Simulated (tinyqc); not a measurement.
Worked calculation: exchange-only LDA atom on a uniform radial grid, spin-unpolarised, for Li. Computed by tinyqc, a small Python program that keeps every step. Settings: Z = 3, points = 64, R = 16.8, functional = Slater exchange alone, mixing = 0.6, iteration cap = 55. Command: `OMP_NUM_THREADS=1 python tinyqc.py 22807 22808 out.jsonl` (the two numbers bound the seeds that draw the settings). One thread of a shared host (Intel(R) Xeon(R) Processor @ 2.60GHz), about 0.02 s of CPU time with the checks. Later iterations appear only in the table of the cycle.

## Iteration 1

Spherical atom on a uniform radial grid r_j = j h with h = R/(N + 1), h sum u^2 = 1 and integrals as h times sums, u(0) = u(R) = 0 (atomic units):

| parameter | value |
|---|---|
| Z | 3 |
| points N | 64 |
| R | 16.800000 |
| h | 0.258462 |
| mixing | 0.600000 |
| electrons in 1s | 2 |
| electrons in 2s | 1 |

Three-point differences turn -u''/2 + [l(l+1)/2r^2 - Z/r + V] u = e u into a tridiagonal matrix (diagonal 1/h^2 + potential, off-diagonal -1/2h^2). D = sum f u^2; the Hartree potential y/r solves y'' = -D/r with y(0) = 0, y(R) = N_e; v_xc comes from rho = D/(4 pi r^2); E = sum f e - int D V + int D (V_H/2 + eps_xc); V(new) = V + mixing (V_H + v_xc - V).

eigenvalues (hartree): 1s -3.972819, 2s -1.085633

Every 4th grid point:

| r | V in | u(1s) | u(2s) | D | V_H | v_xc |
|---|---|---|---|---|---|---|
| 1.033846 | 0.000000 | 0.550645 | -0.385837 | 0.755290 | 2.456045 | -0.377272 |
| 2.067692 | 0.000000 | 0.063492 | -0.720112 | 0.526624 | 1.402408 | -0.210748 |
| 3.101538 | 0.000000 | 0.005491 | -0.419175 | 0.175768 | 0.962770 | -0.111562 |
| 4.135385 | 0.000000 | 0.000422 | -0.176187 | 0.031042 | 0.725088 | -0.051669 |
| 5.169231 | 0.000000 | 0.000030 | -0.063083 | 0.003980 | 0.580331 | -0.022452 |
| 6.203077 | 0.000000 | 2.10e-06 | -0.020515 | 0.000421 | 0.483629 | -0.009402 |
| 7.236923 | 0.000000 | 1.42e-07 | -0.006256 | 0.000039 | 0.414541 | -0.003844 |
| 8.270769 | 0.000000 | 9.33e-09 | -0.001822 | 3.32e-06 | 0.362723 | -0.001545 |
| 9.304615 | 0.000000 | 6.05e-10 | -0.000513 | 2.63e-07 | 0.322421 | -0.000613 |
| 10.338462 | 0.000000 | 3.87e-11 | -0.000140 | 1.97e-08 | 0.290179 | -0.000241 |
| 11.372308 | 0.000000 | 0 | -0.000038 | 1.41e-09 | 0.263799 | -0.000094 |
| 12.406154 | 0.000000 | 0 | -0.000010 | 9.80e-11 | 0.241815 | -0.000036 |
| 13.440000 | 0.000000 | 0 | -2.57e-06 | 0 | 0.223214 | -0.000014 |
| 14.473846 | 0.000000 | 0 | -6.56e-07 | 0 | 0.207270 | 0.000000 |
| 15.507692 | 0.000000 | 0 | -1.61e-07 | 0 | 0.193452 | 0.000000 |
| 16.541538 | 0.000000 | 0 | -2.09e-08 | 0 | 0.181362 | 0.000000 |

total energy = -5.76120703 hartree

## Iteration 2

As before.

eigenvalues (hartree): 1s -2.142678, 2s -0.342186

Every 4th grid point:

| r | V in | u(1s) | u(2s) | D | V_H | v_xc |
|---|---|---|---|---|---|---|
| 1.033846 | 1.247264 | 0.645846 | -0.121754 | 0.849058 | 2.278203 | -0.392280 |
| 2.067692 | 0.714996 | 0.125947 | -0.575266 | 0.362657 | 1.321566 | -0.186107 |
| 3.101538 | 0.510725 | 0.019779 | -0.566607 | 0.321825 | 0.937990 | -0.136482 |
| 4.135385 | 0.404051 | 0.002846 | -0.402885 | 0.162333 | 0.719107 | -0.089683 |
| 5.169231 | 0.334728 | 0.000391 | -0.247585 | 0.061299 | 0.579031 | -0.055863 |
| 6.203077 | 0.284536 | 0.000052 | -0.140372 | 0.019704 | 0.483360 | -0.033887 |
| 7.236923 | 0.246418 | 0.000007 | -0.075675 | 0.005727 | 0.414486 | -0.020254 |
| 8.270769 | 0.216707 | 8.93e-07 | -0.039413 | 0.001553 | 0.362712 | -0.011995 |
| 9.304615 | 0.193084 | 1.15e-07 | -0.020015 | 0.000401 | 0.322418 | -0.007058 |
| 10.338462 | 0.173963 | 1.47e-08 | -0.009968 | 0.000099 | 0.290178 | -0.004134 |
| 11.372308 | 0.158223 | 1.87e-09 | -0.004887 | 0.000024 | 0.263799 | -0.002412 |
| 12.406154 | 0.145067 | 2.36e-10 | -0.002363 | 0.000006 | 0.241815 | -0.001402 |
| 13.440000 | 0.133920 | 2.98e-11 | -0.001126 | 1.27e-06 | 0.223214 | -0.000811 |
| 14.473846 | 0.124362 | 0 | -0.000521 | 2.71e-07 | 0.207270 | -0.000461 |
| 15.507692 | 0.116071 | 0 | -0.000216 | 4.64e-08 | 0.193452 | -0.000245 |
| 16.541538 | 0.108817 | 0 | -0.000038 | 1.41e-09 | 0.181362 | -0.000073 |

total energy = -6.18869220 hartree

## Convergence

Stop when input and output potentials agree to 1e-7.

Course of the cycle (hartree):

| iteration | E | e(1s) | e(2s) | largest \|V(out) - V(in)\| |
|---|---|---|---|---|
| 1 | -5.76120703 | -3.972819 | -1.085633 | 3.95e+00 |
| 2 | -6.18869220 | -2.142678 | -0.342186 | 9.99e-01 |
| 3 | -6.23499728 | -1.650841 | -0.148019 | 2.18e-01 |
| 4 | -6.23950223 | -1.531790 | -0.095009 | 4.93e-02 |
| 5 | -6.23994844 | -1.506329 | -0.080441 | 1.34e-02 |
| 6 | -6.23999484 | -1.502009 | -0.076522 | 4.08e-03 |
| 7 | -6.23999999 | -1.501831 | -0.075522 | 1.24e-03 |
| 8 | -6.24000060 | -1.502188 | -0.075297 | 6.43e-04 |
| 9 | -6.24000068 | -1.502456 | -0.075263 | 3.08e-04 |
| 10 | -6.24000069 | -1.502602 | -0.075267 | 1.50e-04 |
| 11 | -6.24000069 | -1.502672 | -0.075274 | 6.87e-05 |
| 12 | -6.24000069 | -1.502705 | -0.075279 | 3.05e-05 |
| 13 | -6.24000069 | -1.502719 | -0.075282 | 1.33e-05 |
| 14 | -6.24000069 | -1.502725 | -0.075283 | 5.68e-06 |
| 15 | -6.24000069 | -1.502728 | -0.075284 | 2.41e-06 |
| 16 | -6.24000069 | -1.502729 | -0.075284 | 1.01e-06 |
| 17 | -6.24000069 | -1.502729 | -0.075284 | 4.24e-07 |
| 18 | -6.24000069 | -1.502730 | -0.075284 | 1.77e-07 |
| 19 | -6.24000069 | -1.502730 | -0.075284 | 7.34e-08 |

Converged in 19 iterations. A uniform grid resolves the cusp poorly: for a bare nucleus this grid gives 1s at -3.97282 against -Z^2/2 = -4.5 hartree. Before convergence this energy mixes input and output and is not variational, so it may rise towards its limit.
